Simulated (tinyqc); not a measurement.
Resistance of a tapered via with liner, size effect and interface: one step of the calculation.

A round via whose diameter grows from db at the bottom as D(z) = db + 2 z/tan(ang). The fill, of diameter D - 2 tl, starts above the bottom liner (thickness fb tl) and has rho = rho0 (1 + ks lam/(D - 2 tl)); the sidewall liner conducts in parallel with it. The bottom liner and the interface are crossed over the full area pi db^2/4. Spreading in the lines above and below is left out.

Question. Total resistance. R_fill = sum of the slices; R_bottom = rl fb tl/(pi db^2/4); R_interface = ri/(pi db^2/4); ballistic (Sharvin) limit 1/(Sb pi (db - 2 tl)^2/4); ideal cylinder rho0 hv/(pi db^2/4).

Values chosen for this exercise; fill metal close to tungsten: diameter at the bottom db = 8.9 nm; height hv = 22 nm; bulk resistivity of the fill rho0 = 5.41 uohm cm; liner on the sidewall tl = 1.8 nm; liner at the bottom over that on the sidewall fb = 0.7; resistivity of the liner rl = 360 uohm cm; interface resistivity at the bottom ri = 2.3e-12 ohm cm^2; ballistic conductance per area, about 3/(4 rho0 lam) Sb = 9.1e14 S/m^2.

slice resistance, slice 0 to 8 (ohm): [16.169359, 15.019348, 13.979273, 13.036236, 12.179106, 11.398243, 10.685274, 10.032901, 9.4347503]

Find: parts; R; shares; ballistic limit; ideal cylinder.

Answer.

parts (ohm): fill 111.93, bottom liner 72.913, interface 3.6971
R = 188.54 ohm
shares (%): fill 59.368, bottom liner 38.671, interface 1.961
ballistic limit = 49.810 ohm
ideal cylinder = 19.132 ohm

The fill is the largest part, and R is 9.86 times the ideal cylinder. With 2000 slices R = 188.57 ohm.

tinyqc, about 0.01 s, one thread, Intel Xeon 2.30GHz (shared host): `OMP_NUM_THREADS=1 python tinyqc.py 2750060 2750061 out.jsonl`
